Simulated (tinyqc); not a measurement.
Inside a calculation: Wannier-Stark ladder of a miniband. Values are carried at full precision from step to step, so a last printed digit may differ when a step is redone from the rounded ones.

One state in each well j = -(Nw - 1)/2 ... (Nw - 1)/2: H_jj = j e F d, H_(j,j+1) = -W/4; 1 kV/cm = 0.01 meV/angstrom. In an infinite chain the levels are j e F d and the state of well 0 has amplitude J_j(x) in size on well j, x = W/(2 e F d).

Constants: hbar = 6.58211957e-16 eV s.

Inputs chosen for the exercise (near those of a GaAs/AlGaAs superlattice; shifted at random, so the results belong to these values and not to a real crystal):
```
symbol  value  unit      meaning
W       16     meV       miniband width
d       78     angstrom  period
F       12     kV/cm     field
Nw      11               wells
```

## Scales

Give e F d, x, the Bloch frequency e F d/(2 pi hbar) and period, and the swing W/(e F) of a wave packet.

e F d = 9.360 meV
x = 0.8547
frequency = 2.263 THz
period = 0.442 ps
swing = 133 angstrom

## The matrix

Fill it in.

H (meV), lower triangle:
```
,-5,-4,-3,-2,-1,0,1,2,3,4,5
-5,-46.800
-4,-4.000,-37.440
-3,0,-4.000,-28.080
-2,0,0,-4.000,-18.720
-1,0,0,0,-4.000,-9.360
0,0,0,0,0,-4.000,0
1,0,0,0,0,0,-4.000,9.360
2,0,0,0,0,0,0,-4.000,18.720
3,0,0,0,0,0,0,0,-4.000,28.080
4,0,0,0,0,0,0,0,0,-4.000,37.440
5,0,0,0,0,0,0,0,0,0,-4.000,46.800
```

## Levels and the middle state

Diagonalise; give the levels, their spacings and the weights of the middle level on the wells.

levels (meV): -48.380  -37.566  -28.084  -18.720  -9.360  0.000  9.360  18.720  28.084  37.566  48.380

spacings (meV): 10.814  9.482  9.364  9.360  9.360  9.360  9.360  9.364  9.482  10.814

weights: 0.0000  0.0000  0.0002  0.0074  0.1517  0.6815  0.1517  0.0074  0.0002  0.0000  0.0000

The spacing in the middle is 1.0000 e F d and at the ends 1.155 e F d; states that reach the ends of the stack are pushed apart.

## Bessel amplitudes

With x = W/(2 e F d): J_j(x)^2 for j = 0 to 5, their running sum over -j ... j, and the spread sqrt(sum j^2 J_j^2) = x/sqrt2. For a hole fixed in well 0 the J_j^2 are the strengths of the optical lines at j e F d.

Weights:
```
j,J_j^2,sum
0,0.6815,0.6815
1,0.1517,0.9849
2,0.0074,0.9997
3,0.0002,1.0000
4,0.0000,1.0000
5,0.0000,1.0000
```

spread = 0.604 periods

The strongest line is j = 0.

## Checks

- Weight on well 1 of the middle state of 61 wells against J_1(x)^2: both 0.1517.

Run: tinyqc, `OMP_NUM_THREADS=1 python tinyqc.py 1251975 1251976 out.jsonl`; Intel(R) Xeon(R) Processor @ 2.30GHz, one thread, shared host; about 0.01 s of CPU time with all checks.
